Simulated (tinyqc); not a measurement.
Scaling the whole coupling: critical temperature from a phonon spectrum: McMillan, Allen-Dynes and the linearised Eliashberg equation. Computed by tinyqc, a small Python program. Command: `OMP_NUM_THREADS=1 python tinyqc.py 3026099 3026100 out.jsonl eliashberg walk`. One thread of a shared host (Intel(R) Xeon(R) Processor @ 2.30GHz), about 0.02 s of CPU time with the checks.

alpha^2 F(omega) = sum_i (lambda_i omega_i/2) delta(omega - omega_i), so that lambda = 2 int alpha^2 F/omega d omega = sum_i lambda_i.

Inputs (values chosen for the exercise, for a model metal): peak energy omega_1 = 12.7 meV; coupling lambda_1 = 0.711; Coulomb pseudopotential mu* = 0.13.

Peaks in alpha^2 F: one.

Constants: k_B = 8.617333262e-05 eV/K.

Method:
- omega_log = exp(sum lambda_i ln omega_i / lambda); omega_rms = sqrt(sum lambda_i omega_i^2 / lambda).
- McMillan form: k_B T_c = (omega_log/1.2) exp[-1.04 (1 + lambda)/(lambda - mu* (1 + 0.62 lambda))]. Allen-Dynes multiplies it by f1 f2: f1 = [1 + (lambda/L1)^(3/2)]^(1/3), L1 = 2.46 (1 + 3.8 mu*); f2 = 1 + (omega_rms/omega_log - 1) lambda^2/(lambda^2 + L2^2), L2 = 1.82 (1 + 6.3 mu*) omega_rms/omega_log.
- Linearised Eliashberg equation at omega_n = (2n + 1) pi k_B T, n = 0..N-1: lambda(j) = sum_i lambda_i omega_i^2/(omega_i^2 + (2 pi j k_B T)^2); K_mn = lambda(m - n) + lambda(m + n + 1) - 2 mu*(N) - delta_mn [2m + 1 + lambda(0) + 2 sum_(j=1..m) lambda(j)], with 1/mu*(N) = 1/mu* + ln(omega_rms/omega_N), omega_N = (2N + 1) pi k_B T. T_c is where the largest eigenvalue rho of K is zero.
- N is the smallest integer at or above 8 omega_max/(2 pi k_B T_AD), omega_max the highest peak and T_AD the Allen-Dynes value.
- All lambda_i are multiplied by s. The last column is the large-lambda limit for mu* = 0, k_B T_c = 0.1827 omega_rms sqrt(lambda).

lambda = 0.711

omega_rms = 12.7 meV

omega_log = 12.7 meV

T_c (K):
```
s    lambda  McMillan  Allen-Dynes  Eliashberg  large-lambda limit
0.8  0.5688     1.932        1.971       1.851              20.307
1.0  0.7110     4.107        4.221       4.024              22.704
1.3  0.9243     7.617        7.924       7.685              25.887
1.7  1.2087    11.820       12.521      12.297              29.603
2.3  1.6353    16.697       18.208      18.033              34.432
3.2  2.2752    21.637       24.697      24.747              40.614
```

McMillan/Eliashberg runs from 1.04 at lambda = 0.57 to 0.87 at 2.28: the exponential form levels off at large lambda, while the true T_c keeps rising (exponent 0.96 between the last rows, tending to 1/2). Allen-Dynes stays within about 6 % over the table. The last row reaches 61 % of the mu* = 0 limit; with mu* above zero T_c stays below that line at any lambda.

Extremes, crossings and ranges named in words are read from the listed rows.
